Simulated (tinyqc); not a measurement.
Comparisons within one model: exchange-split free-electron bands and tunnelling magnetoresistance. A value that a table varies takes the place of the one given here.

Majority and minority bands E = c k^2/m -/+ Dx/2, c = hbar^2/2m0, so k_up = sqrt(m (EF + Dx/2)/c), k_dn = sqrt(m (EF - Dx/2)/c); n_s = k_s^3/(6 pi^2), D_s = m k_s/(4 pi^2 c).

Barrier: kappa = sqrt(mb phi/c), c = hbar^2/2m0. With a = k1/m, b = k2/m, w = kappa/mb, the transmission at normal incidence is T(k1, k2) = 4 a b w^2/[w^2 (a + b)^2 + (w^2 + a^2)(w^2 + b^2) sinh^2(kappa d)]. Parallel: G_P = T(up, up) + T(dn, dn); antiparallel: G_AP = 2 T(up, dn); TMR = (G_P - G_AP)/G_AP. Julliere: TMR = 2 P^2/(1 - P^2). Slonczewski factor: P_eff = P_k (w^2 - a_up a_dn)/(w^2 + a_up a_dn), P_k = (k_up - k_dn)/(k_up + k_dn).

Constants: hbar^2/2m0 = 3.80998211 eV angstrom^2.

Values chosen for the exercise:
- EF = 4.48 eV (Fermi energy above the mean band bottom)
- Dx = 6.31 eV (exchange splitting)
- m = 0.83 m0 (mass in the electrodes)
- mb = 0.56 m0 (mass in the barrier)
- d = 7.3 angstrom (barrier thickness)
- phi = 0.81 eV (barrier height above EF)

## Barrier height

Results:
```
phi (eV)  w (1/angstrom)    P_eff  TMR (%)       G_P
0.20               0.306  -0.3416    20.47     0.241
0.40               0.433  -0.2824    15.59     0.127
0.70               0.573  -0.2092     9.01    0.0514
1.0                0.685  -0.1500     4.68    0.0227
1.5                0.838  -0.0730     1.13   0.00688
2.0                0.968  -0.0145     0.07   0.00242
3.0                1.186   0.0684     0.94  0.000403
4.0                1.369   0.1242     3.14  8.69e-05
6.0                1.677   0.1949     7.89  6.42e-06
10                 2.165   0.2663    15.27  9.85e-08
```

P_eff vanishes where w^2 = a_up a_dn, at phi = 2.15 eV, inside the table; the lowest TMR listed is 0.07 % at 2 eV. TMR is 20.5 % at the lowest barrier and 15.3 % at the highest, against 40.9 % for Julliere with P_k; P_eff tends to +P_k for very high barriers and to -P_k for very low ones. G_P falls by 6.4 decades.

## Barrier thickness

Results:
```
d (angstrom)  kappa d       G_P      G_AP  TMR (%)
1               0.345      1.68      1.44    16.42
2               0.690      1.10     0.991    10.91
3               1.035     0.634     0.586     8.28
4               1.380     0.343     0.319     7.44
6               2.070    0.0915    0.0854     7.17
8               2.760    0.0234    0.0218     7.17
10              3.450   0.00590   0.00551     7.18
13              4.486  0.000745  0.000695     7.18
16              5.521  9.40e-05  8.77e-05     7.18
20              6.901  5.95e-06  5.55e-06     7.18
```

For thick barriers each angstrom costs a factor exp(2 kappa) = 1.99 in both conductances, and TMR settles at 7.18 % (the interface factor, which vanishes at (kappa/mb)^2 = k_up k_dn/m^2, reduces it below the value from the polarisation of k alone); it is within 0.1 point of that from d = 6 angstrom on. At 1 angstrom it is 16.42 %, where the barrier is thin and the mismatch of k_up and k_dn starts to rule, as it does fully for d -> 0.

## Exchange splitting

Dx takes the listed multiples of 2 EF.

Results:
```
Dx/(2 EF)    k_up    k_dn     P_k    P_eff  TMR (%)
0.10       1.0361  0.9372  0.0501  -0.0289     0.16
0.20       1.0822  0.8836  0.1010  -0.0576     0.65
0.35       1.1478  0.7965  0.1807  -0.1003     1.99
0.50       1.2099  0.6986  0.2679  -0.1413     4.00
0.65       1.2690  0.5845  0.3693  -0.1768     6.39
0.80       1.3254  0.4418  0.5000  -0.1913     7.80
0.90       1.3617  0.3124  0.6268  -0.1495     5.39
0.97       1.3866  0.1711  0.7803   0.0380     1.87
```

P_k rises from 0.050 to 0.780, and TMR goes from 0.16 % to 1.9 %, not steadily: its largest value is 7.80 % at 0.8 and its smallest 0.16 % at 0.1; P_eff changes sign along the table. At Dx = 2 EF the minority band is empty (a half metal) and G_AP vanishes.

## What moves the magnetoresistance

All results formed anew. Each row changes one parameter from the base and keeps the others.

Results:
```
case                 P_k    P_eff  TMR (%)      G_P
base              0.4118  -0.1861     7.17   0.0378
Dx = 6.625 eV     0.4419  -0.1903     7.56   0.0376
EF = 4.928 eV     0.3621  -0.1877     7.19   0.0364
phi = 1.053 eV    0.4118  -0.1407     4.12   0.0199
mb = 0.448 m0     0.4118  -0.1478     4.72   0.0673
d = 9.3 angstrom  0.4118  -0.1861     7.18  0.00956
m = 0.996 m0      0.4118  -0.1551     5.05   0.0394
```

The largest shifts from the base row, up to three for each result and ties (the steps differ in size, so this ranks the rows, not the parameters). P_k: EF -0.0498, Dx +0.0300; unchanged at the printed digits by phi, mb, d and m. P_eff: phi +0.0454, mb +0.0383, m +0.0311; unchanged at the printed digits by d. TMR (%): phi -3.05, mb -2.45, m -2.12. G_P: mb +0.0295, d -0.0282, phi -0.0179.

Computed by tinyqc, a small Python program: `OMP_NUM_THREADS=1 python tinyqc.py 1681734 1681735 out.jsonl` (the numbers bound the seed that draws the inputs); one thread of a shared host (Intel(R) Xeon(R) Processor @ 2.30GHz), about 0.01 s for the whole set of steps.
